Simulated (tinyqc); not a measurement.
## Square on-chip spiral inductor, lumped pi model: effect of the substrate resistivity

Outer diameter do = di + 2 n wd + 2 (n - 1) sp, mean da = (do + di)/2, fill p = (do - di)/(do + di), length l = 4 n da. L = 2.34 mu0 n^2 da/(1 + 2.75 p), mu0 = 4 pi 1e-7 H/m. Rs = rho l/(wd delta (1 - exp(-th/delta))), delta = sqrt(rho/(pi f mu0)). Cs = n wd^2 eps0 eo/hu across the coil. At each end Cox = l wd eps0 eo/(2 ho) leads to the substrate branch Rsi = 2 rs he/(l wd) in parallel with Csi = l wd eps0 11.7/(2 he). With one end grounded Y = 1/(Rs + i w L) + i w Cs + 1/[1/(i w Cox) + 1/(1/Rsi + i w Csi)], w = 2 pi f; Q = -Im Y/Re Y. Eddy currents in neighbouring turns and in the substrate are left out.

Peak Q and its frequency from a search over f; self-resonance where Im Y = 0; Q at the given f (negative beyond resonance).

Inputs (values chosen for the exercise); values of the order met in silicon radio-frequency processes: number of turns n = 2.5; line width wd = 8 um; space between turns sp = 3 um; inner diameter di = 80 um; metal thickness th = 2 um; metal resistivity rho = 3 uohm cm; oxide below the coil ho = 9.1 um; oxide between coil and underpass hu = 1.2 um; relative permittivity of the oxide eo = 3.9; effective spreading depth in the substrate he = 80 um; frequency f = 1 GHz.

Constants: eps0 = 8.8541878128e-12 F/m. Results are converted to the units shown.

The same in every row: L (nH) = 1.168; do (um) = 129.0.

Result of one run:
```
rs (ohm cm)  peak Q  f of the peak (GHz)  self-resonance (GHz)  Q at f
1000          18.71                23.04                 50.09   2.661
```

What becomes of these results when the substrate resistivity rs is changed from 1000 to 100 ohm cm, all else the same?

Result of the changed run:
```
rs (ohm cm)  peak Q  f of the peak (GHz)  self-resonance (GHz)  Q at f
100           17.04                20.85                 50.09   2.660
```

The whole series:
```
rs (ohm cm)  peak Q  f of the peak (GHz)  self-resonance (GHz)  Q at f
0.1           13.77                13.34                 32.60   2.660
1             11.22                9.355                 38.46   2.660
3             10.07                8.248                 47.88   2.660
10            11.12                11.86                 49.88   2.659
30            14.37                17.12                 50.07   2.658
100           17.04                20.85                 50.09   2.660
1000          18.71                23.04                 50.09   2.661
10000         18.91                23.30                 50.09   2.662
```

As rs goes from 0.1 to 10000, L stays at 1.17 nH, the peak Q goes from 13.8 through a minimum of 10.1 (at rs = 3 among the rows listed) to 18.9, its frequency goes from 13.3 through a minimum of 8.25 (at rs = 3 among the rows listed) to 23.3 GHz and the self-resonance rises from 32.6 to 50.1 GHz. In this model both a very low and a very high resistivity dissipate little: the first shorts the branch to a pure Cox, the second blocks the current. For rs = 0.1, 1 eddy currents in the substrate, left out, would lower Q markedly.

Computed by the program tinyqc: `OMP_NUM_THREADS=1 python tinyqc.py 2302045 2302046 out.jsonl`, one thread of a shared Intel Xeon 2.30GHz, about 0.01 s for the whole run.
